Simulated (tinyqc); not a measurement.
Inputs raised by 5 %, one at a time: a particle near a wafer in liquid: double-layer and van der Waals forces (DLVO), deposition barrier and removal. Computed by tinyqc, a small Python program. Command: `OMP_NUM_THREADS=1 python tinyqc.py 3110114 3110115 out.jsonl dlvo sens`. One thread of a shared host (Intel(R) Xeon(R) Processor @ 2.30GHz), about 0.01 s of CPU time with the checks.

Sphere and flat wall, Derjaguin approximation, constant potentials in the linear-superposition form, no retardation and no hydration force.

Inputs (values chosen for the exercise, of the order of those for silica on copper in water):

| quantity | value | unit |
|---|---|---|
| particle radius R | 11 | nm |
| Hamaker constant A | 2.6e-20 | J |
| potential of the particle psi_1 | -41 | mV |
| potential of the wafer psi_2 | -18 | mV |
| salt concentration c | 0.00028 | mol/L |
| valence z of the symmetric salt | 1 | - |
| temperature T | 343 | K |
| dielectric constant of the liquid | 63.7 | - |
| contact distance h0 | 0.4 | nm |
| contact radius over R | 0.11 | - |
| viscosity | 0.69 | mPa s |

Constants: e = 1.602176634e-19 C; N_A = 6.02214076e+23 1/mol; eps_0 = 8.8541878128e-12 F/m; k_B = 1.380649e-23 J/K; k_B = 8.617333262e-05 eV/K.

Method:
- kappa^2 = 2 z^2 e^2 N_A (1000 c)/(eps eps_0 k_B T); gamma_i = tanh(z e psi_i/(4 k_B T)); Z = 64 pi eps eps_0 (k_B T/(z e))^2 gamma_1 gamma_2.
- U(h) = Z R exp(-kappa h) - A R/(6 h); F(h) = -dU/dh = kappa Z R exp(-kappa h) - A R/(6 h^2), positive for repulsion.
- F = 0 reads x^2 exp(-x) = y with x = kappa h and y = A kappa/(6 Z); the left side peaks at x = 2 with 4/e^2 = 0.5413, so roots exist for smaller y: x < 2 is the barrier, x > 2 the secondary minimum.
- The barrier height is zero when U = 0 and F = 0 together: kappa h = 1 and kappa = 6 Z/(e A), e = 2.718282 here; c follows from kappa^2, with the potentials held fixed.
- Adhesion F_a = A R/(6 h0^2) [1 + a^2/(R h0)] - kappa Z R exp(-kappa h0), a the contact radius. Drag in a shear flow F_d = 1.7 x 6 pi mu R^2 G, acting at 1.4 R; rolling starts when 1.4 R F_d = a F_a. Wall shear stress = mu G.

Runs:

| input moved | from | to | critical concentration (mol/L) | net adhesion F_a (pN) | wall shear stress for rolling (Pa) | energy at the secondary minimum (k_B T) |
|---|---|---|---|---|---|---|
| base run | - | - | 0.015516 | 393.99 | 7983.9 | -0.071371 |
| particle radius R (nm) | 11 | 11.55 | 0.015516 | 418.90 | 7699.4 | -0.074939 |
| Hamaker constant A (J) | 2.6e-20 | 2.73e-20 | 0.014074 | 413.85 | 8386.2 | -0.075570 |
| potential of the particle psi_1 (mV) | -41 | -43.05 | 0.016975 | 393.85 | 7981.1 | -0.070828 |
| potential of the wafer psi_2 (mV) | -18 | -18.9 | 0.017080 | 393.84 | 7980.9 | -0.070791 |
| salt concentration c (mol/L) | 0.00028 | 0.000294 | 0.015516 | 393.92 | 7982.4 | -0.073439 |
| temperature T (K) | 343 | 360.15 | 0.016431 | 394.05 | 7985.1 | -0.066011 |
| contact distance h0 (nm) | 0.4 | 0.42 | 0.015516 | 352.80 | 7149.2 | -0.071371 |

Exponents ln(y'/y) / ln(x'/x):

| input | critical concentration | net adhesion F_a | wall shear stress for rolling | energy at the secondary minimum |
|---|---|---|---|---|
| particle radius R | 0.000 | 1.256 | -0.744 | 1.000 |
| Hamaker constant A | -2.000 | 1.008 | 1.008 | 1.172 |
| potential of the particle psi_1 | 1.841 | -0.007 | -0.007 | -0.156 |
| potential of the wafer psi_2 | 1.968 | -0.008 | -0.008 | -0.167 |
| salt concentration c | 0.000 | -0.004 | -0.004 | 0.586 |
| temperature T | 1.174 | 0.003 | 0.003 | -1.600 |
| contact distance h0 | 0.000 | -2.263 | -2.263 | 0.000 |

To which inputs is each result most sensitive?

Among the inputs moved here: critical concentration answers most in size to Hamaker constant A (exponent -2.000), and about equally to potential of the wafer psi_2 (+1.968); its exponent is below 0.0005 for particle radius R, salt concentration c, contact distance h0. Its exponent -2.000 in Hamaker constant A: critical kappa goes as 1/A. net adhesion F_a answers most in size to contact distance h0 (exponent -2.263), next to particle radius R (+1.256). Wall shear stress for rolling answers most in size to contact distance h0 (exponent -2.263), next to Hamaker constant A (+1.008). Energy at the secondary minimum answers most in size to temperature T (exponent -1.600), next to Hamaker constant A (+1.172); its exponent is below 0.0005 for contact distance h0.

Caution (all rows): kappa R is not large, so the Derjaguin approximation is only rough at gaps of the order of the Debye length.

Extremes, crossings and ranges named in words are read from the listed rows.
